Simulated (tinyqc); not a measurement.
SiGe-base heterojunction bipolar transistor, Gummel numbers and transit times: one step of the calculation.

One-dimensional n-p-n transistor in the forward active mode at low injection. In the base p(x) = NB exp(-eta x/wb) and ni(x)^2 = ni^2 exp((g0 + g1 x/wb)/Vt); electrons leave the base at vsat; band spikes at the emitter junction and recombination inside the emitter are ignored.

Task. Base Gummel number and transit time. f(x) = p(x) ni^2/ni(x)^2; I(x) = integral from x to wb of f/Dn, plus f(wb)/vsat; base Gummel number GB = I(0); electron density per unit flux n/(J/q) = I/f; base transit time tauB = integral of I/f over the base. Trapezoid rule on 11 equal steps.

Parameters, values chosen for the exercise; band and dielectric values close to those of silicon:

| symbol | value | unit | meaning |
|---|---|---|---|
| T | 300 | K | temperature |
| vsat | 9.83e6 | cm/s | saturation velocity |
| wb | 28 | nm | neutral base width |
| NB | 7.9e18 | cm^-3 | base doping at the emitter edge |
| eta | 0 |  | doping falls as exp(-eta x/wb) |
| g0 | 0.027 | eV | gap reduction at the emitter edge of the base |
| g1 | 0.034 | eV | further gap reduction across the base (linear) |
| Dn | 9.8 | cm^2/s | electron diffusion coefficient in the base |

Constants: q = 1.602176634e-19 C, kB = 1.380649e-23 J/K, Vt = kB T/q. Results are converted to the units shown.

Wanted: x; f; I; I/f; GB; tauB.

Result.

```
point	x (nm)	f (cm^-3)	I (s/cm^4)	I/f (s/cm)
0	0.00	2.780e18	5.183e11	1.864e-7
1	2.55	2.467e18	4.501e11	1.825e-7
2	5.09	2.189e18	3.897e11	1.780e-7
3	7.64	1.942e18	3.360e11	1.730e-7
4	10.18	1.723e18	2.884e11	1.674e-7
5	12.73	1.529e18	2.462e11	1.610e-7
6	15.27	1.357e18	2.087e11	1.538e-7
7	17.82	1.204e18	1.754e11	1.457e-7
8	20.36	1.068e18	1.459e11	1.366e-7
9	22.91	9.478e17	1.198e11	1.264e-7
10	25.45	8.410e17	9.653e10	1.148e-7
11	28.00	7.462e17	7.591e10	1.017e-7
```

GB = 5.183e11 s/cm^4
tauB = 0.4285 ps

Range of the model: Heavy doping makes emitter or base degenerate; gE and g0 are to be read as apparent gap changes that include this.

Computed by the program tinyqc: `OMP_NUM_THREADS=1 python tinyqc.py 2320062 2320063 out.jsonl`, one thread of a shared Intel Xeon 2.30GHz, about 0.01 s for the whole run.
